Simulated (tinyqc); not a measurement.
## Slope factor and drain-induced lowering from three currents

Problem. With source and body at 0 V, I = A exp((Vg + dd Vd)/(nf Vt)) (1 - exp(-Vd/Vt)). Find nf, the swing nf Vt ln 10 and dd.

Parameters, values chosen for the exercise:
- T = 378 K (temperature)

Constants: q = 1.602176634e-19 C, kB = 1.380649e-23 J/K, Vt = kB T/q. Results are converted to the units shown.

currents at (Vg, Vd) = (0, 0.05), (0, 0.8) and (0.08, 0.8) V (nA/um): 0.12719969  0.48533252  3.4084975

Answer. The pair at equal Vd gives nf; the pair at equal Vg, after dividing out the factors 1 - exp(-Vd/Vt), gives dd.

nf = 1.26
swing = 94.5 mV/decade
dd = 0.0600

Numbers from tinyqc (`OMP_NUM_THREADS=1 python tinyqc.py 2242270 2242271 out.jsonl`; about 0.03 s on one thread of a shared Intel Xeon 2.30GHz).
